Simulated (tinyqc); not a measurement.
Inside a calculation. Model: AlGaN/GaN HEMT with access regions, lumped model.

Numbers from tinyqc (`OMP_NUM_THREADS=1 python tinyqc.py 2570087 2570088 out.jsonl`; about 0.01 s on one thread of a shared Intel Xeon 2.30GHz). Printed values are rounded.

A polarisation-induced electron sheet under a Schottky gate, in series with two ungated access regions and contacts. Drift law v = mu E/(1 + mu E/vs) under the gate. Currents in mA/mm, resistances in ohm mm. No self-heating, no channel-length modulation; fits for polarisation, barrier and offset are chosen for the exercise.

Values chosen for this exercise; values close to those of AlGaN/GaN structures: aluminium share of the barrier x = 0.22; barrier thickness d = 20 nm; relative permittivity of barrier and channel eps_r = 9.1; channel mobility mu = 1200 cm^2/(V s); saturation velocity vs = 1.3e7 cm/s; gate length Lg = 0.25 um; source access length Ls = 0.5 um; drain access length Ld = 8 um; resistance of each contact Rc = 0.38 ohm mm; share of the drain-access electrons removed by traps ft = 0; gate voltage Vg = -1 V; drain voltage Vd = 6 V; critical field Ec = 3.3 MV/cm; depth over which the depleted charge spreads te = 0.46 um; insulator under the field plate tf = 500 nm; relative permittivity of that insulator ei = 3.9.

Constants: q = 1.602176634e-19 C, eps0 = 8.8541878128e-14 F/cm where lengths are in cm. Results are converted to the units shown.

## Polarisation charge, threshold and sheet resistance

sigma = (5e13 x + 1.6e13 x^2) cm^-2, phiB = 0.84 + 1.3 x, dEc = 0.7 (1.71 x + x^2) in volts, Cb = eps0 eps_r/d, VT = phiB - dEc - q sigma/Cb, access density n0 = -Cb VT/q. Rsh = 1/(q mu n0); largest access current q n0 vs.

sigma = 1.17744e13 cm^-2
Cb = 0.402866 uF/cm^2
VT = -3.85384 V
n0 = 9.69044e12 cm^-2
Rsh = 536.741 ohm
q n0 vs = 2018.35 mA/mm

## Iteration 1: drain current

I at the start = 610 mA/mm

Access resistance R(L, n) = L/(q mu n sqrt(1 - (I/(q n vs))^2)); Rs = Rc + R(Ls, n0), Rd = Rc + R(Ld, (1 - ft) n0). Vg' = Vg - I Rs, Vd' = Vd - I (Rs + Rd); with u = Vg' - VT, Vc = vs Lg/mu and w the smaller of Vd' and Vc [sqrt(1 + 2 u/Vc) - 1] (0 if negative), the channel gives (mu Cb/Lg)(u w - w^2/2)/(1 + w/Vc). I(new) is that channel current.

Rs = 0.661536 ohm mm
Rd = 4.88458 ohm mm
Vg' = -1.40354 V
Vd' = 2.61687 V
channel current = 805.316 mA/mm
I after iteration 1 = 805.316 mA/mm

## Iteration 2: drain current

As before.

Rs = 0.672677 ohm mm
Rd = 5.06282 ohm mm
Vg' = -1.54172 V
Vd' = 1.38111 V
channel current = 749.736 mA/mm
I after iteration 2 = 749.736 mA/mm

## Course of the iteration: drain current

Stop when I changes by less than 1e-6 mA/mm, or after 60 iterations. I must stay below q (1 - ft) n0 vs.

Course of the iteration:
```
iteration  I (mA/mm)  |change| (mA/mm)
1            805.316               195
2            749.736              55.6
3            765.819              16.1
4            761.190              4.63
5            762.525              1.33
6            762.140             0.384
7            762.251             0.111
8            762.219            0.0319
9            762.228           9.20e-3
10           762.226           2.65e-3
11           762.226           7.64e-4
12           762.226           2.20e-4
13           762.226           6.34e-5
14           762.226           1.83e-5
15           762.226           5.27e-6
16           762.226           1.52e-6
17           762.226           4.37e-7
```

Converged in 17 iterations. At the end each change is about 0.29 times the one before, with alternating sign: linear convergence. Of Vd, 27.8 % reaches the channel; the access current is 38 % of its limit.

## On-resistance and breakdown

sigma = (5e13 x + 1.6e13 x^2) cm^-2, phiB = 0.84 + 1.3 x, dEc = 0.7 (1.71 x + x^2) in volts, Cb = eps0 eps_r/d, VT = phiB - dEc - q sigma/Cb, access density n0 = -Cb VT/q. Ron = 2 Rc + Ls/(q mu n0) + Ld/(q mu (1 - ft) n0) + Lg/(mu Cb (Vg - VT)). Off state: a depleted stretch that holds the voltage V has the peak field sqrt(k V), k = 2 q n0/(eps0 eps_r te), so one edge holds V1 = Ec^2/k. The sheet under the plate pinches off at Vf = q n0 (1/Cb + tf/(eps0 ei)); beyond it the gate edge is screened. BV = V1 if Vf >= V1, else Vf + V1, and at most Ec Ld. Specific resistance Ron (Ls + Lg + Ld); figure of merit BV^2 over it.

Ron = 5.50350 ohm mm
Vf = 228.661 V
V1 = 129.985 V
BV = 129.985 V
specific resistance = 0.481557 mohm cm^2
figure of merit = 35.0862 MW/cm^2

The plate pinches off too late to screen the gate edge, so it adds nothing.
